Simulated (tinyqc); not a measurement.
Worked calculation: lattice vibrations of a chain. Computed by tinyqc, a small Python program that keeps every step. Command: `OMP_NUM_THREADS=1 python tinyqc.py 31929 31930 out.jsonl` (the two numbers bound the seeds that draw the settings). One thread of a shared host (Intel(R) Xeon(R) Processor @ 2.60GHz), about 0.01 s of CPU time with the checks.

## Dynamical matrix at q = 0.37

A chain moving along its axis:
```
atom  mass (u)  spring to the next atom (eV/angstrom^2)
1     29.40000                                 16.30000
2     68.90000                                  2.10000
```

q is in units of 2 pi/a. A spring k from atom i to atom j, n cells on, adds k to Phi_ii and Phi_jj, -k exp(2 pi i q n) to Phi_ij and the conjugate to Phi_ji (for one atom a cell: 2k (1 - cos 2 pi q n)); D_ij = Phi_ij / sqrt(m_i m_j).

D(q) (eV/(angstrom^2 u)):
```
                   1                  2
1            0.62585  -0.33022+0.03401i
2  -0.33022-0.03401i            0.26705
```

## Frequencies

omega^2 are the eigenvalues; wavenumber = 521.4708 sqrt(eigenvalue) 1/cm.

eigenvalues: 0.06911  0.82380

wavenumbers (1/cm): 137.1  473.3

weights |e|^2 of the mass-weighted modes:
```
         mode 1   mode 2
atom 1  0.26229  0.73771
atom 2  0.73771  0.26229
```

## Dispersion and heat capacity

C/k_B per atom = mean over q = (j + 1/2)/80, j = 0..39 and all branches of y^2 e^y/(e^y - 1)^2, y = hc wavenumber / k_B T.

Wavenumbers (1/cm):
```
q         branch 1   branch 2
0.00000    0.00000  492.75656
0.06250   28.03610  491.95834
0.12500   55.25418  489.64886
0.18750   80.80459  486.08605
0.25000  103.78033  481.70393
0.31250  123.20924  477.10430
0.37500  138.08699  473.01270
0.43750  147.47896  470.16910
0.50000  150.69550  469.14805
```

Heat capacity:
```
T (K)  C/k_B per atom
20            0.10511
50            0.28103
100           0.44269
200           0.67748
300           0.81620
600           0.94535
1200          0.98569
```

zero-point energy per atom = 17.84222 meV
